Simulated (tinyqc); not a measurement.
Debye-Callaway model of lattice thermal conductivity. Changing the normal-process factor f_N. Computed by tinyqc, a small Python program. Command: `OMP_NUM_THREADS=1 python tinyqc.py 3017872 3017873 out.jsonl callaway sweep`. One thread of a shared host (Intel(R) Xeon(R) Processor @ 2.30GHz), about 0.03 s of CPU time with the checks.

Three acoustic branches with one velocity v, cut at omega_D = k_B Theta/hbar; x = hbar omega/(k_B T). v and Theta are separate inputs: Theta cuts off the heat-carrying modes, so C need not reach 3 k_B/V. gamma is an effective value that sets the umklapp rate. Heat flows along the wire.

Inputs (values chosen for the exercise, modelled on sodium chloride):
```
quantity                                value        unit
sound velocity v                         2930         m/s
Debye temperature Theta                   306           K
volume per atom V                        22.4  angstrom^3
mean atomic mass M                       29.2           u
effective Grueneisen parameter gamma     2.95           -
umklapp exponent divisor b                  3           -
vacancy fraction n_v                  1.2e-06           -
wire diameter D                         0.092  micrometre
specularity p                             0.2           -
temperature T                             300           K
```

Sample: wire. Point defects: vacancies. Normal processes: included.

Constants: k_B = 1.380649e-23 J/K; hbar = 1.054571817e-34 J s; u = 1.6605390666e-27 kg.

Method:
- A vacancy counts as a mass defect Delta M/M = -3 (the missing mass and twice its bonds), so Gamma = 9 n_v. A = V Gamma/(4 pi v^3).
- Rates: point defects A omega^4; umklapp B omega^2 T exp(-Theta/(b T)) with B = hbar gamma^2/(M v^2 Theta); normal processes f_N B omega^2 T (T/Theta)^2. Boundaries: v/Lambda_B with Lambda_B = D (1 + p)/(1 - p).
- kappa_1 = c int tau_C g dx, g = x^4 e^x/(e^x - 1)^2, c = (k_B/(2 pi^2 v)) (k_B T/hbar)^3, over 0 < x < min(Theta/T, 40), by 96 Gauss-Legendre points in s with x = x_max s^2; 1/tau_C = 1/tau_R + 1/tau_N; kappa_2 = c [int (tau_C/tau_N) g dx]^2 / int (tau_C/(tau_N tau_R)) g dx; kappa = kappa_1 + kappa_2.
- Heat capacity C = 3 c int g dx / v^2; grey free path 3 kappa/(C v); the median free path v tau_C halves kappa_1 when the quadrature points are ordered by free path (each counted at half its weight, interpolated in the logarithm); likewise at 10 % and 90 %.

One run for each value:
```
normal-process factor f_N  kappa (W/(m K))  kappa_1 (W/(m K))  kappa_2 (W/(m K))
0.03                                5.1283         5.0051e+00             0.1232
0.09                                5.0129         4.6692e+00             0.3437
0.3                                 4.7039         3.7846e+00             0.9193
0.9                                 4.2275         2.4641e+00             1.7634
3                                   3.7180         1.1186e+00             2.5994
9                                   3.4480         4.4069e-01             3.0073
30                                  3.3245         1.4220e-01             3.1823
90                                  3.2848         4.8644e-02             3.2362
300                                 3.2702         1.4767e-02             3.2554
```

Describe and explain the trends.

Over the rows, kappa (W/(m K)) falls from 5.13 to 3.27 (exponent d ln y / d ln x -0.021 between the first rows and -0.0037 between the last); kappa_1 (W/(m K)) falls from 5.01 to 0.0148 (exponent d ln y / d ln x -0.063 between the first rows and -0.99 between the last); kappa_2 (W/(m K)) rises from 0.123 to 3.26 (exponent d ln y / d ln x 0.93 between the first rows and 0.0049 between the last). Normal processes conserve momentum: kappa_1 falls as they are added to the rate, and kappa_2 restores part of it (100 % of kappa in the last row). They lower kappa only by handing momentum to modes that scatter resistively.
